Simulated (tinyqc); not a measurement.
Inputs raised by 10 %, one at a time: thermodynamics of metal silicides: hull, first phase, silicon consumed, nucleation and stability against SiO2. Computed by tinyqc, a small Python program. Command: `OMP_NUM_THREADS=1 python tinyqc.py 3026355 3026356 out.jsonl silphase sens`. One thread of a shared host (Intel(R) Xeon(R) Processor @ 2.30GHz), about 0.01 s of CPU time with the checks.

Entropies of formation of the solids are neglected, so heats stand for free energies. Si fractions: M5Si3 0.3750, MSi 0.5000, MSi2 0.6667.

Inputs (values chosen for the exercise, of the order of those of tungsten silicides for heats and volumes only):
```
quantity                                value          unit
heat of formation of M5Si3              -17.5  kJ/mol atoms
heat of formation of MSi                  -15  kJ/mol atoms
heat of formation of MSi2               -26.9  kJ/mol atoms
molar volume of M                        9.55      cm^3/mol
molar volume of Si                      12.06      cm^3/mol
Si fraction x_e at the lowest liquidus    0.4             -
metal thickness t                          23            nm
```

Phases: M5Si3, MSi, MSi2.

volumes of the three phases per mole of M (cm^3/mol): 13.8  17  24.5

resistivities of the three phases (microohm cm): 20  19  36

Method. Effective heat of formation: at the interface the mixture has the Si fraction x_e; the limiting element scales the heat, H_eff = H x_e/x if x_e < x, H (1 - x_e)/(1 - x) otherwise. The rule names the most negative as the first phase; its restriction to congruently melting phases is left out here. Per phase M_a Si_b, for ample silicon (not limited to t_Si): silicide thickness = t V/V_M; silicon consumed = t (b/a) V_Si/V_M; net volume change = V/(V_M + (b/a) V_Si) - 1; the top surface lies (silicide thickness - silicon consumed) above the old interface; sheet resistance = resistivity/thickness.

Runs:
```
input moved                                 from      to  most negative H_eff (kJ/mol atoms)  silicon consumed by MSi (nm)  sheet resistance of MSi (ohm)
base run                                       -       -                             -16.800                         29.05                          4.641
heat of formation of M5Si3 (kJ/mol atoms)  -17.5  -19.25                             -18.480                         29.05                          4.641
heat of formation of MSi (kJ/mol atoms)      -15   -16.5                             -16.800                         29.05                          4.641
heat of formation of MSi2 (kJ/mol atoms)   -26.9  -29.59                             -17.754                         29.05                          4.641
Si fraction x_e at the lowest liquidus       0.4    0.44                             -17.754                         29.05                          4.641
metal thickness t (nm)                        23    25.3                             -16.800                         31.95                          4.219
molar volume of M (cm^3/mol)                9.55  10.505                             -16.800                         26.40                          5.105
```

Exponents ln(y'/y) / ln(x'/x):
```
input                                   most negative H_eff  silicon consumed by MSi  sheet resistance of MSi
heat of formation of M5Si3                            1.000                        0                        0
heat of formation of MSi                              0.000                        0                        0
heat of formation of MSi2                             0.579                        0                        0
Si fraction x_e at the lowest liquidus                0.579                        0                        0
metal thickness t                                     0.000                        1                       -1
molar volume of M                                     0.000                       -1                        1
```

To which inputs is each result most sensitive?

Among the inputs moved here: most negative H_eff answers most in size to heat of formation of M5Si3 (exponent +1.000), next to heat of formation of MSi2 (+0.579); its exponent is below 0.0005 for heat of formation of MSi, metal thickness t, molar volume of M. silicon consumed by MSi answers most in size to molar volume of M (exponent -1.000), and about equally to metal thickness t (+1.000); its exponent is below 0.0005 for heat of formation of M5Si3, heat of formation of MSi, heat of formation of MSi2, Si fraction x_e at the lowest liquidus. Sheet resistance of MSi answers most in size to molar volume of M (exponent +1.000), and about equally to metal thickness t (-1.000); its exponent is below 0.0005 for heat of formation of M5Si3, heat of formation of MSi, heat of formation of MSi2, Si fraction x_e at the lowest liquidus. Its exponent -1.000 in metal thickness t: resistivity over thickness.

Extremes, crossings and ranges named in words are read from the listed rows.
